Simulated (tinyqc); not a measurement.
Worked calculation: band edges of strained Si(1-x)Ge(x) on relaxed Si(1-y)Ge(y). Values are carried at full precision from step to step, so a last printed digit may differ when a step is redone from the rounded ones.

Values are linear in the Ge fraction but for ED(x) = linear - CD x (1 - x) and a(x) = linear - Ca x (1 - x). Energies are on the common scale of Ev.

Parameters, chosen for this exercise (end members near Si and Ge, in this order; shifted at random, so the results belong to these values and not to a real crystal): a = (5.437, 5.655) angstrom (lattice constant); Dso = (0.043, 0.287) eV (spin-orbit splitting); av = (2.49, 1.25) eV (valence hydrostatic potential); b = (-2.07, -2.55) eV (tetragonal shear potential); d = (-4.8, -5.33) eV (trigonal shear potential); C11 = (164.9, 130) GPa; C12 = (64.6, 48.7) GPa; C44 = (78.9, 67.8) GPa; Ev = (0, 0.62) eV (top of the unstrained valence band); ED = (1.16, 0.937) eV (gap to the Delta valleys); EL = (2.049, 0.737) eV (gap to the L valleys); aD = (1.6, 1.26) eV (hydrostatic potential of the Delta gap); aL = (-3.05, -2.71) eV (hydrostatic potential of the L gap); XuD = (9.44, 9.11) eV (uniaxial potential, Delta); XuL = (15.69, 14.93) eV (uniaxial potential, L); CD = 0.224 eV (bowing of the Delta gap); Ca = 0 angstrom (bowing of the lattice constant); x = 0.69 (Ge fraction of the layer); y = 0.38 (Ge fraction of the relaxed buffer); face = 001 (growth face).

## Values of the layer and the buffer

Interpolate at x and at y.

Interpolated values (a in angstrom, C11, C12, C44 in GPa, all else in eV):
```
symbol     layer    buffer
a         5.5874    5.5198
Dso       0.2114    0.1357
av        1.6344    2.0188
b        -2.4012   -2.2524
d        -5.1657   -5.0014
C11     140.8190  151.6380
C12      53.6290   58.5580
C44      71.2410   74.6820
Ev        0.4278    0.2356
ED        0.9582    1.0225
EL        1.1437    1.5504
aD        1.3654    1.4708
aL       -2.8154   -2.9208
XuD       9.2123    9.3146
XuL      15.1656   15.4012
```

## Strain of the layer on a (001) buffer

Coherent growth on a (001) face: e_par = (a(y) - a(x))/a(x), e_perp = -2 (C12/C11) e_par; exx = eyy = e_par, ezz = e_perp, no shear.

Use the elastic constants of the layer.

e_par = -0.012095
e_perp = 0.009212

strain tensor in the cubic axes:
```
           x          y         z
x  -0.012095   0.000000  0.000000
y   0.000000  -0.012095  0.000000
z   0.000000   0.000000  0.009212
```

The layer is under compression in the plane; its volume changes by -1.498 %.

## Conduction valleys of the layer

A valley with unit axis u lies at Ev + gap + (av + a_valley) tr(e) + Xu (u.e.u - tr(e)/3); the Delta axes are x, y, z and the L axes [111], [1-1-1], [-11-1], [-1-11]. The second-order shift of the Delta valleys under shear is left out; it lowers the pair normal to the sheared plane by tens of meV at a shear of 1 %.

Give the hydrostatic shifts, the uniaxial shifts and the edges.

hydrostatic shifts of Delta and L (eV): -0.0449  0.0177

uniaxial shifts (eV): Delta x -0.0654, Delta y -0.0654, Delta z 0.1309, L [111] 0.0000, L [1-1-1] 0.0000, L [-11-1] 0.0000, L [-1-11] 0.0000

valley edges (eV): Delta x 1.2757, Delta y 1.2757, Delta z 1.4719, L [111] 1.5892, L [1-1-1] 1.5892, L [-11-1] 1.5892, L [-1-11] 1.5892

The lowest set is Delta4 (the digit counts whole valleys) at 1.2757 eV; the Delta valleys spread over 196 meV and the L valleys over 0 meV.

## Valence edges of the layer

Valence edges: Ev plus the levels of the 6 x 6 matrix of X, Y, Z times spin with -Dso/3 + l exx + m (eyy + ezz) on the diagonal (cyclic), n exy off it, l = av + 2 b, m = av - b, n = sqrt(3) d. Spin-orbit term (Dso/3) L.sigma on X, Y, Z with (L_k)_ij = -i epsilon_kij: <X+|H|Y+> = -i Dso/3, <X+|H|Z-> = Dso/3, <Y+|H|Z-> = -i Dso/3, <Z+|H|X-> = -Dso/3, <Z+|H|Y-> = i Dso/3, <X-|H|Y-> = i Dso/3, and their conjugates; + and - are the spin along z.

Give the strain block and the three twofold edges.

strain block (eV), lower triangle:
```
        X       Y        Z
X  0.0267
Y       0  0.0267
Z       0       0  -0.1268
```

edges from the top (eV): 0.4545  0.3800  0.1641

The top two edges are split by 74 meV.

## Gap and offsets against the buffer

Buffer: Ev(y) and Ec = Ev(y) + min(ED, EL). dEc = Ec(buffer) - Ec(layer), dEv = Ev(layer) - Ev(buffer); positive values confine the carrier in the layer; type I if both have one sign.

gap of the strained layer = 0.8212 eV
gap of the buffer = 1.0225 eV
dEc = -0.0176 eV
dEv = 0.2189 eV

Type II: electrons collect in the buffer (18 meV) and holes in the layer (219 meV). The relaxed layer would have a gap of 0.958 eV, so strain has moved it by -137 meV. An offset this small is within the spread of published parameter sets, so the type is not settled by this model.

## Checks

- Mean of the three Delta edges against the hydrostatic shift alone (eV): both 1.34109.

Computed by tinyqc, a small Python program: `OMP_NUM_THREADS=1 python tinyqc.py 1080422 1080423 out.jsonl` (the numbers bound the seed that draws the inputs); one thread of a shared host (Intel(R) Xeon(R) Processor @ 2.30GHz), about 0.01 s for the whole set of steps.
